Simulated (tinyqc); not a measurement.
Displacements against temperature: thermal displacements in the Debye model: Debye-Waller factors, bond-length spread and the Lindemann rule. Computed by tinyqc, a small Python program. Command: `OMP_NUM_THREADS=1 python tinyqc.py 3021972 3021973 out.jsonl debyewaller walk`. One thread of a shared host (Intel(R) Xeon(R) Processor @ 2.30GHz), about 0.01 s of CPU time with the checks.

A Debye spectrum with three branches of one velocity, cut at k_B Theta; 2 atoms per cube, nearest neighbours at d = 0.866025 a.

Inputs (values chosen for the exercise, modelled on tungsten):

| quantity | value | unit |
|---|---|---|
| atomic mass M | 183.84 | u |
| Debye temperature Theta | 326 | K |
| lattice constant a | 3.165 | angstrom |
| temperature T | 20 | K |

Structure: bcc.

reflection (h k l): 1  1  0

Constants: hbar^2/u = 4.18015928e-03 eV angstrom^2; k_B = 8.617333262e-05 eV/K.

Method:
- <u_x^2> = (3 hbar^2/(2 M k_B Theta)) int_0^1 s coth(s Theta/(2T)) ds (64 Gauss-Legendre points); it tends to 3 hbar^2/(4 M k_B Theta) at T = 0 and to 3 hbar^2 T/(M k_B Theta^2) at high T.
- B = 8 pi^2 <u_x^2>.
- G = 2 pi sqrt(h^2 + k^2 + l^2)/a; the intensity is multiplied by exp(-2W), 2W = G^2 <u_x^2>; the loss goes into thermal diffuse scattering.
- Correlated Debye model: sigma^2 = (3 hbar^2/(M k_B Theta)) int_0^1 s coth(s Theta/(2T)) [1 - sin(s q_D R)/(s q_D R)] ds for two atoms at distance R, q_D = (6 pi^2 n)^(1/3), n atoms per volume; uncorrelated motion would give 2 <u_x^2>.
- The correlation is 1 - sigma^2/(2 <u_x^2>); exp(-2W) uses 2W = G^2 <u_x^2>.

|G| = 2.80751 1/angstrom

Displacements (angstrom^2):

| T (K) | <u_x^2> | classical | sigma^2 at d | sigma^2 at 2d | exp(-2W) |
|---|---|---|---|---|---|
| 9.8 | 6.1066e-04 | 7.2995e-05 | 0.0010204 | 0.0011605 | 0.99520 |
| 33 | 6.4796e-04 | 2.4580e-04 | 0.0010288 | 0.0011840 | 0.99491 |
| 65 | 7.6197e-04 | 4.8415e-04 | 0.0011022 | 0.0013247 | 0.99401 |
| 110 | 0.0010039 | 8.1933e-04 | 0.0013325 | 0.0016838 | 0.99212 |
| 180 | 0.0014591 | 0.0013407 | 0.0018318 | 0.0023976 | 0.98857 |
| 260 | 0.0020199 | 0.0019366 | 0.0024782 | 0.0032927 | 0.98421 |
| 390 | 0.0029609 | 0.0029049 | 0.0035851 | 0.0048051 | 0.97693 |
| 590 | 0.0044317 | 0.0043946 | 0.0053323 | 0.0071769 | 0.96567 |
| 720 | 0.0053934 | 0.0053629 | 0.0064786 | 0.0087294 | 0.95838 |

The classical line is within 5 % from T = 260 K (T/Theta = 0.80) on. The correlation of nearest neighbours grows from 0.16 to 0.40, since thermal motion weights long waves, which move neighbours together, more than zero-point motion does; at 2d it ends at 0.19. The reflection keeps 100 % of its intensity at the lowest T and 96 % at the highest.

Extremes, crossings and ranges named in words are read from the listed rows.
